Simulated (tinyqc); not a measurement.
Decay across the direct gap: complex band structure along [001] in sp3s* tight binding.

For k = (0, 0, kz) the phase sums are g0 = cos(phi) and g3 = i sin(phi), phi = kz a/4, and the s, pz, s* orbitals of anion (a) and cation (c) decouple from px, py. With z = exp(i phi), H(z) = H0 + z T + T^T/z for any complex z. H0 is diagonal (Esa, Epa, Exa, Esc, Epc, Exc). The anion-cation block is B(z) = z U + W/z and the cation-anion block z W^T + U^T/z, where U has Vss/2 (s,s), Vsapc/2 (s,z), -Vscpa/2 (z,s), Vxx/2 (z,z), Vxapc/2 (s*,z), -Vpaxc/2 (z,s*), and W has the same values with the s-z and s*-z signs reversed. |z| = 1 is a band state, |z| < 1 decays along [001] as exp(-kappa d) over a distance d, kappa = -(4/a) ln|z|. No spin-orbit coupling.

Constants: hbar^2/2m0 = 3.80998211 eV angstrom^2.

Inputs chosen for the exercise (out of a larger set: near a published set for InP, fitted to gaps, whose masses and valley positions are rough (light masses up to twice too heavy); not measured data): p = (-8.557, 0.874, -1.478, 4.031, 8.296, 7.078, -5.365, 1.887, 4.232, 2.231, 5.562, 3.449, 4.495) eV (order Esa, Epa, Esc, Epc, Exa, Exc, Vss, Vxx, Vxy, Vsapc, Vscpa, Vxapc, Vpaxc); a = 5.863 angstrom (lattice constant).

Ev = -0.00767 eV
EG (direct gap) = 1.41755 eV

masses of this model, from the curvature at Gamma (m0): m_lh 0.09589, m_e 0.12456

kappa of the imaginary branch at Gamma against three formulas: parabolic from the valence edge, sqrt(m_lh E/c); parabolic from the conduction edge, sqrt(m_e (EG - E)/c); two-band (Franz), sqrt(m E (1 - E/EG)/c) with m = 2 m_lh m_e/(m_lh + m_e). E from Ev; c = hbar^2/2m0.

kappa (1/angstrom):

| E/EG | E (eV) | tight binding | parabolic, valence | parabolic, conduction | two-band |
|---|---|---|---|---|---|
| 0.05 | 0.0709 | 0.0413 | 0.0422 | 0.2098 | 0.0438 |
| 0.15 | 0.2126 | 0.0684 | 0.0732 | 0.1985 | 0.0717 |
| 0.25 | 0.3544 | 0.0837 | 0.0944 | 0.1864 | 0.0869 |
| 0.35 | 0.4961 | 0.0932 | 0.1117 | 0.1736 | 0.0958 |
| 0.50 | 0.7088 | 0.0994 | 0.1336 | 0.1522 | 0.1004 |
| 0.65 | 0.9214 | 0.0968 | 0.1523 | 0.1274 | 0.0958 |
| 0.75 | 1.0632 | 0.0892 | 0.1636 | 0.1076 | 0.0869 |
| 0.85 | 1.2049 | 0.0748 | 0.1741 | 0.0834 | 0.0717 |
| 0.95 | 1.3467 | 0.0465 | 0.1841 | 0.0481 | 0.0438 |

The branch joins the light-hole and conduction bands and peaks, among these rows, at E/EG = 0.50 with kappa = 0.0994 1/angstrom. At mid-gap the parabola from the conduction edge is +53 % off and the two-band form +1.0 %; over 5 nm the parabola would misstate exp(-2 kappa d) by a factor 196.

Run: tinyqc, `OMP_NUM_THREADS=1 python tinyqc.py 1482447 1482448 out.jsonl`; Intel(R) Xeon(R) Processor @ 2.30GHz, one thread, shared host; about 0.01 s of CPU time with all checks.
